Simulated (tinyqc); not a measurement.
Temperatures in a stack of 3 dies with leakage feedback: one step of the calculation.

One-dimensional heat flow to a sink below die 0. The power of each die is released in a plane at its top; from the plane of die j > 0 heat crosses its silicon (ts), a bond layer and the wiring of die j - 1; from die 0 it crosses t0, paste and sink. Copper shares the path through bond and wiring in parallel: k_eff = fm km + (1 - fm) k. Silicon is taken at the temperature of the plane above it. Leakage is P_l exp((T - 350 K)/Tl).

Problem. Resistances per area at 300 K. R = thickness/conductivity for each layer.

Inputs (values chosen for the exercise); conductivities of the order met in silicon, wiring layers, bonds and pastes:
- k0 = 143 W/(m K) (conductivity of silicon at 300 K)
- ts = 50 um (thickness of a thinned die)
- t0 = 775 um (thickness of the die next to the sink)
- tb = 8 um (thickness of the wiring layers)
- kb = 1.7 W/(m K) (conductivity of the wiring layers)
- tg = 20 um (thickness of a bond layer)
- kg = 0.8 W/(m K) (conductivity of the bond dielectric)
- fm = 0.03 (area share of copper through bond and wiring)
- km = 390 W/(m K) (conductivity of copper)
- Rt = 0.18 K cm^2/W (paste and lid)
- Rs = 1.15 K cm^2/W (heat sink)

Wanted: thick die; thinned die; k_eff of the bond; k_eff of the wiring; bond plus wiring; paste plus sink.

Solution.

thick die = 0.054196 K cm^2/W
thinned die = 0.0034965 K cm^2/W
k_eff of the bond = 12.476 W/(m K)
k_eff of the wiring = 13.349 W/(m K)
bond plus wiring = 0.022024 K cm^2/W
paste plus sink = 1.3300 K cm^2/W

tinyqc, about 0.02 s, one thread, Intel Xeon 2.30GHz (shared host): `OMP_NUM_THREADS=1 python tinyqc.py 2162085 2162086 out.jsonl`
